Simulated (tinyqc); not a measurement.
Inversion-layer mobility, back-scattering and ballistic limit of a field-effect transistor: one step, computed by the program tinyqc. Command: `OMP_NUM_THREADS=1 python tinyqc.py 3024106 3024107 out.jsonl mos walk`. One thread of a shared host (Intel(R) Xeon(R) Processor @ 2.30GHz), about 0.01 s of CPU time with the checks.

The charge at the top of the source barrier is fixed by the gate; series resistance and short-channel effects are left out. F_j are Fermi integrals normalised to exp(eta) in the classical limit.

Task: Ballistic limit. F_j(eta) = (1/Gamma(j + 1)) int_0^infinity x^j/(1 + exp(x - eta)) dx, F_0 = ln(1 + exp(eta)). Integrals over x = E/(k_B T) use 160 Gauss-Legendre points in u = sqrt(x) from 0 to sqrt(max(eta, 0) + 32). Ballistic channel: N_2D = g_v m k_B T/(pi hbar^2), U = e V_D/(k_B T); eta_F solves N_inv = (N_2D/2)[F_0(eta_F) + F_0(eta_F - U)]; v_T = sqrt(2 k_B T/(pi m)); I/W = e (N_2D/2) v_T [F_1/2(eta_F) - F_1/2(eta_F - U)]; injection velocity v_T F_1/2(eta_F)/F_0(eta_F).

Inputs (values chosen for the exercise, modelled on a silicon n-channel):
```
quantity               value  unit
transport mass m        0.18   m_0
valley degeneracy g_v      2     -
drain voltage V_D        1.1     V
temperature T            300     K
```

Statistics at the top of the barrier: Fermi-Dirac.

inversion density N_inv = 6.335206e+12 1/cm^2

Constants: m_0 = 9.1093837015e-31 kg; k_B = 1.380649e-23 J/K; hbar = 1.054571817e-34 J s; k_B = 8.617333262e-05 eV/K; e = 1.602176634e-19 C.

Give: N_2D; eta_F; thermal velocity v_T; injection velocity; ballistic current I/W.

Result:

N_2D = 3.8877e+12 1/cm^2

eta_F = 3.2199

thermal velocity v_T = 1.2681 1e7 cm/s

injection velocity = 1.9081 1e7 cm/s

ballistic current I/W = 1936.7 microampere/micrometre

Degeneracy raises the injection velocity by a factor 1.50.
